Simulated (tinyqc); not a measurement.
Junctionless gate-all-around wire, depletion approximation: two steps of the calculation.

A uniformly doped n-type wire of radius R under a surrounding gate; long channel. Below flat band a shell from radius rc to R is fully depleted and the neutral core, at channel potential V (0 at the source, Vd at the drain), carries the current with constant mobility; s = (rc/R)^2 is the share of the cross-section that conducts. The edge of the depleted shell is taken as abrupt, so there is no subthreshold current.

Parameters, values chosen for the exercise; material values close to those of gallium arsenide:
```
symbol   value        unit                         meaning
R            6          nm                     wire radius
Nd      4.1e18       cm^-3                   donor density
Vfb       1.01           V               flat-band voltage
mu          73  cm^2/(V s)  effective mobility in the wire
L            1          um                     gate length
Vg        0.91           V                    gate voltage
Vd           1           V                   drain voltage
```

Constants: q = 1.602176634e-19 C. Results are converted to the units shown.

Question 1. Conducting share at the source by Newton steps. With V = 0: f = A (1 - s + s ln s) + B (1 - s) - (Vfb - Vg); f' = A ln s - B; s(new) = s - f/f'.

s at the start = 0.5
A = 0.052575609 V
B = 0.11472596 V

Give: f; f'; s after iteration 1.

Answer 1.

f = -0.03457 V
f' = -0.1512 V
s after iteration 1 = 0.2713

Question 2. Core radius, conductance and current. s solves Vfb - Vg + V = A (1 - s + s ln s) + B (1 - s), and s = 0 where the left side exceeds A + B. I = (q mu Nd pi R^2/L)[g(s0) - g(sL)], g = A (s^2/4 - (s^2/2) ln s) + B s^2/2, with s0 at V = 0 and sL at V = Vd. rc = R sqrt(s0); the small-signal conductance at Vd = 0 is q mu Nd pi R^2 s0/L.

s0 = 0.28950143
sL = 0
A = 0.052575609 V
B = 0.11472596 V

Wanted: rc at the source; conductance; I.

Answer 2.

rc at the source = 3.228 nm
conductance = 0.1570 uS
I = 0.004686 uA

The drain end is pinched off, so the current is saturated.

Program tinyqc, `OMP_NUM_THREADS=1 python tinyqc.py 2460162 2460163 out.jsonl`; Intel Xeon 2.30GHz, shared host, one thread, about 0.01 s.
